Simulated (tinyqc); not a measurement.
Closing the gap: two-band tight binding of a puckered layer.

With X = kx ax/2 and Y = ky ay/2: h = t2 + 2 cos(Y) (t1 exp(iX) + t3 exp(-iX)) + t5 exp(2iX), d = 4 t4 cos(X) cos(Y), H = [[d, h], [h*, d]], E = d -/+ |h|.

Constants: hbar^2/2m0 = 3.80998211 eV angstrom^2.

Parameters, chosen for this exercise (near a published set for monolayer black phosphorus; not measured data): ax = 4.42 angstrom (period along x (armchair)); ay = 3.26 angstrom (period along y (zigzag)); t1 = -1.221 eV (along the zigzag); t3 = -0.193 eV (second in the sheet); t4 = -0.096 eV (same sublattice); t5 = -0.052 eV (far across).

t2 is lowered; h0 = t2 + 2 t1 + 2 t3 + t5, c = hbar^2/2m0. For h0 > 0 the gap is 2 h0 at Gamma. For h0 < 0 the bands touch at kx = 0, cos(Y) = -(t2 + t5)/(2 (t1 + t3)).

Against t2:

| t2 (eV) | h0 (eV) | gap (eV) | electron mass along x (m0) | ky of the nodes (1/angstrom) |
|---|---|---|---|---|
| 3.8 | 0.920 | 1.840 | 0.1837 | - |
| 3.6 | 0.720 | 1.440 | 0.1576 | - |
| 3.4 | 0.520 | 1.040 | 0.1259 | - |
| 3.2 | 0.320 | 0.640 | 0.0867 | - |
| 3.0 | 0.120 | 0.240 | 0.0369 | - |
| 2.8 | -0.080 | 0.000 | - | 0.1463 |
| 2.6 | -0.280 | 0.000 | - | 0.2753 |
| 2.4 | -0.480 | 0.000 | - | 0.3627 |

The gap closes at t2 = 2.880 eV. On the way the mass along x falls with the gap and tends to 2 c h0/chi^2 as it closes, while that along y stays. Beyond it two Dirac nodes move apart along the zigzag direction, to ky = +/-0.363 1/angstrom in the last row. The mass formula is c/(ex + gx + chi^2/(2 h0)) with chi = ax (t1 - t3 + t5), gx = -ax^2 ((t1 + t3)/4 + t5/2), ex = -t4 ax^2/2.

(tinyqc, `OMP_NUM_THREADS=1 python tinyqc.py 1482554 1482555 out.jsonl`, Intel(R) Xeon(R) Processor @ 2.30GHz, 1 thread, shared host, about 0.01 s.)
